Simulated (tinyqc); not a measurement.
Thickness series: Landau-Devonshire theory of a uniaxial ferroelectric. Computed by tinyqc, a small Python program. Command: `OMP_NUM_THREADS=1 python tinyqc.py 3027203 3027204 out.jsonl ferro walk`. One thread of a shared host (Intel(R) Xeon(R) Processor @ 2.30GHz), about 0.01 s of CPU time with the checks.

G(P) = (alpha/2) P^2 + (beta*/4) P^4 + (gamma/6) P^6 - E P per volume, SI units, one domain, P along the polar axis, which is normal to the film.

Inputs (values chosen for the exercise, for a model ferroelectric): alpha_0 = 1.35e+06 J m/(C^2 K); Curie-Weiss temperature T0 = 590 K; beta = -3.51e+09 J m^5/C^4; gamma = 4.07e+10 J m^9/C^6; temperature T = 402 K; misfit strain u_m = -0.0041; electrostriction Q12 = -0.033 m^4/C^2; compliance s11 + s12 = 3.2e-12 m^2/N; film thickness d = 39 nm; screening length lambda = 0.0038 nm; background permittivity eps_b = 8; series capacitance C_d = 1.9 microfarad/cm^2.

Sample: epitaxial film.

Constants: eps_0 = 8.8541878128e-12 F/m.

Method:
- alpha = alpha_0 (T - T0*), with clamping: T0* = T0 + 4 Q12 u_m/(alpha_0 (s11 + s12)), beta* = beta + 4 Q12^2/(s11 + s12).
- Ps^2 = [-beta* + sqrt(beta*^2 - 4 alpha gamma)]/(2 gamma).
- chi = 1/(eps_0 G''), G'' = alpha + 3 beta* P^2 + 5 gamma P^4 at Ps. Ps, chi and the coercive field are for perfect screening, without a depolarising field. The intrinsic coercive field is |alpha P + beta* P^3 + gamma P^5| at the P_c where G'' = 0. 1 C/m^2 = 100 microcoulomb/cm^2.
- Between shorted electrodes with screening length lambda each, the depolarising field is -k P, k = 2 lambda/(eps_0 (d + 2 lambda eps_b)), so alpha turns into alpha + k.
- The polar state is the lowest uniform state while alpha + k < 0 (beta* > 0) or < 3 beta*^2/(16 gamma) (beta* < 0); setting the equality gives the critical thickness d_c.
- Domains are left out, though they can pre-empt both the loss of P and the state at P = 0. The second and third columns are for the shorted capacitor, polar only where it is the lowest uniform state: alpha + k < 0 (beta* > 0) or < 3 beta*^2/(16 gamma) (beta* < 0). The last column is another circuit, the film in series with C_d at P = 0: 1/C = (alpha d)/(1 + alpha eps_0 eps_b) + 1/C_d, and P = 0 is locally stable while 1/C > 0; a dash marks the rest.

alpha = -4.22925e+08 J m/C^2

beta* = -2.14875e+09 J m^5/C^4

critical thickness d_c = 1.87157 nm

spontaneous polarisation Ps = 36.2901 microcoulomb/cm^2

Against thickness:
```
d (nm)  P (microcoulomb/cm^2)  depolarising field (MV/m)  C of the stack / C_d
1                       0.000                      0.000                1.0084
2                      23.585                     98.236                1.0168
3                      30.197                     84.684                1.0255
5                      33.104                     56.147                1.0432
8                      34.415                     36.647                1.0710
15                     35.330                     20.136                1.1419
30                     35.821                     10.228                1.3307
60                     36.058                      5.153                1.9882
150                    36.198                      2.071                     -
```

What follows from these numbers?

The polar state appears between 1 and 2 nm (d_c = 1.87 nm), and at 150 nm P is 99.7 % of Ps. The stack exceeds C_d wherever it is stable, up to 1.99 times: the ferroelectric held at P = 0 acts as a negative capacitance.

Extremes, crossings and ranges named in words are read from the listed rows.
